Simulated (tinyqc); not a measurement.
# Out-diffusion of a doped substrate or buried layer into a growing epitaxial film, step by step

A worked calculation. Computed by tinyqc, a small Python program that keeps every step. Command: `OMP_NUM_THREADS=1 python tinyqc.py 3026964 3026965 out.jsonl buried walk`. One thread of a shared host (Intel(R) Xeon(R) Processor @ 2.30GHz), about 0.01 s of CPU time with the checks. Intermediate numbers are printed to about 6 digits and carried at full precision; extremes and crossings named in words are read from the listed rows.

x is counted from the original substrate surface into the film, whose surface moves as x = v t. Substrate dopant has one diffusivity; the dopant of the film is taken as uniform.

Inputs (values chosen for the exercise, modelled on antimony in silicon):
```
quantity,value,unit
prefactor D0,4.18,cm^2/s
activation energy E,3.84,eV
substrate concentration C_s,2e+18,1/cm^3
film doping C_e,5.3e+15,1/cm^3
growth rate v,0.058,um/min
film thickness d,3.4,um
growth temperature T,1200,C
"autodoping level at the start, as a share of C_s",4e-05,-
decay length of autodoping,0.23,um
later thermal budget (Dt)2,2e-12,cm^2
```

Film doping: opposite type.

Constants: k_B = 8.617333262e-05 eV/K.

## Scales

D = D0 exp(-E/(k_B T)); growth time t = d/v; l = 2 sqrt(D t); growth number G = v t/l = d/l; 1 um = 1e-4 cm. Temperatures in kelvin are T(C) + 273.15.

diffusivity D = 3.04924e-13 cm^2/s

growth time t = 58.6207 min

length l = 0.654979 um

growth number G = 5.19101

The surface outruns diffusion, so the film acts as an infinite medium.

## Moving boundary against the simple erfc

For a surface that grows from dopant-free material and loses none by evaporation, with u = x/l and s = G - u: C/C_s = (1/2) [erfc(u) + (1 + 4 G (G + s)) exp(4 G s) erfc(G + s) - (4G/sqrt(pi)) exp(-u^2)]; for large G it tends to (1/2) erfc(u). Early in the growth G = sqrt(v x_s/(4 D)) for the thickness x_s reached so far; rows give C at the interface (u = 0) and at the surface (u = G).

The first stage of growth:
```
G,C/C_s at the interface,C at the surface (1/cm^3),simple erfc there (1/cm^3),ratio,thickness x_s (nm)
0.10,0.824033,1.58715e+18,8.87537e+17,1.78826,1.26176e+00
0.25,0.679673,1.09826e+18,7.23674e+17,1.51762,7.88597e+00
0.50,0.577186,5.59718e+17,4.79500e+17,1.16729,3.15439e+01
0.75,0.538076,2.63192e+17,2.88844e+17,0.91119,7.09738e+01
1.00,0.520901,1.13580e+17,1.57299e+17,0.72206,1.26176e+02
1.50,0.507942,1.60525e+16,3.38949e+16,0.47360,2.83895e+02
2.00,0.503733,1.53129e+15,4.67773e+15,0.32736,5.04702e+02
2.50,0.502020,9.62833e+13,4.06952e+14,0.23660,7.88597e+02
3.00,0.501207,3.92057e+12,2.20905e+13,0.17748,1.13558e+03
```

At the interface the value falls from 0.824 towards 1/2 as G grows; among these rows it is within 1 % of 1/2 from G = 2 on. At the surface the ratio to the simple erfc goes from 1.788 to 0.177: a fixed wall would double the value, while fresh undoped material dilutes a fast-moving surface. The surface value drops below C_e = 5.3e15 by the row at 505 nm; the finished film has G = 5.19.

## Transition width

After growth and the later budget: l2 = 2 sqrt(D t + (Dt)2); C(x) = (C_s/2) erfc(x/l2) + share x C_s exp(-x/decay length) for x > 0 (autodoping taken as unchanged by the later budget). The transition x_t solves C(x) = C_e, the metallurgical junction. Usable film = d - x_t. Also give x_t for the erfc term alone, after growth and after the later budget.

length l2 = 0.655589 um

x_t after growth, erfc alone = 1.29133 um

x_t after the later budget, erfc alone = 1.29254 um

x_t with autodoping = 1.29254 um

usable film = 2.10746 um

Solid-state diffusion sets the transition. The later budget is 0.0019 times that of the growth.

## Profile in the film

Positions are 0.05, 0.2, 0.4, 0.6, 0.8, 1, 1.25 and 1.5 of x_t with autodoping (any beyond the film thickness are formal); net doping = |C - C_e|.

Concentrations (1/cm^3):
```
x/x_t,x (um),diffusion,autodoping,net doping
0.05,0.06463,8.89125e+17,6.04030e+13,8.83885e+17
0.20,0.25851,5.77086e+17,2.59995e+13,5.71812e+17
0.40,0.51702,2.64726e+17,8.44965e+12,2.59434e+17
0.60,0.77553,9.43396e+16,2.74608e+12,8.90424e+16
0.80,1.03403,2.57088e+16,8.92458e+11,2.04097e+16
1.00,1.29254,5.29971e+15,2.90043e+11,0
1.25,1.61568,4.91611e+14,7.11713e+10,4.80832e+15
1.50,1.93881,2.88520e+13,1.74642e+10,5.27113e+15
```

Checks made by the program: conservation of dopant by the moving-boundary solution (relative difference below 1e-10).
